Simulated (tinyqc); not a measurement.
Octagonal on-chip spiral inductor, lumped pi model: effect of the oxide below the coil.

Outer diameter do = di + 2 n wd + 2 (n - 1) sp, mean da = (do + di)/2, fill p = (do - di)/(do + di), length l = 3.314 n da. L = 2.25 mu0 n^2 da/(1 + 3.55 p), mu0 = 4 pi 1e-7 H/m. Rs = rho l/(wd delta (1 - exp(-th/delta))), delta = sqrt(rho/(pi f mu0)). Cs = n wd^2 eps0 eo/hu across the coil. At each end Cox = l wd eps0 eo/(2 ho) leads to the substrate branch Rsi = 2 rs he/(l wd) in parallel with Csi = l wd eps0 11.7/(2 he). With one end grounded Y = 1/(Rs + i w L) + i w Cs + 1/[1/(i w Cox) + 1/(1/Rsi + i w Csi)], w = 2 pi f; Q = -Im Y/Re Y. Eddy currents in neighbouring turns and in the substrate are left out.

Peak Q and its frequency from a search over f; self-resonance where Im Y = 0; Q at the given f (negative beyond resonance).

Inputs (values chosen for the exercise); values of the order met in silicon radio-frequency processes:
```
symbol  value     unit                                     meaning
n         1.5                                      number of turns
wd          8       um                                  line width
sp        1.5       um                         space between turns
di         80       um                              inner diameter
th          2       um                             metal thickness
rho         3  uohm cm                           metal resistivity
hu        0.9       um            oxide between coil and underpass
eo        4.1                   relative permittivity of the oxide
rs         10   ohm cm                       substrate resistivity
he         80       um  effective spreading depth in the substrate
f         2.2      GHz                                   frequency
```

Constants: eps0 = 8.8541878128e-12 F/m. Results are converted to the units shown.

The same in every row: L (nH) = 0.3965; do (um) = 105.5.

Effect of the oxide below the coil:
```
ho (um)  peak Q  f of the peak (GHz)  self-resonance (GHz)  Q at f
1         14.52                28.48                 101.6   3.863
2         14.77                29.19                 102.3   3.865
3         15.01                29.88                 102.9   3.868
5         15.48                31.18                 104.0   3.873
7         15.91                32.41                 105.0   3.876
10        16.52                34.11                 106.4   3.878
15        17.39                36.62                 108.4   3.880
```

As ho goes from 1 to 15, L stays at 0.397 nH, the peak Q rises from 14.5 to 17.4, its frequency rises from 28.5 to 36.6 GHz and the self-resonance rises from 102 to 108 GHz.

tinyqc, about 0.01 s, one thread, Intel Xeon 2.30GHz (shared host): `OMP_NUM_THREADS=1 python tinyqc.py 2302208 2302209 out.jsonl`
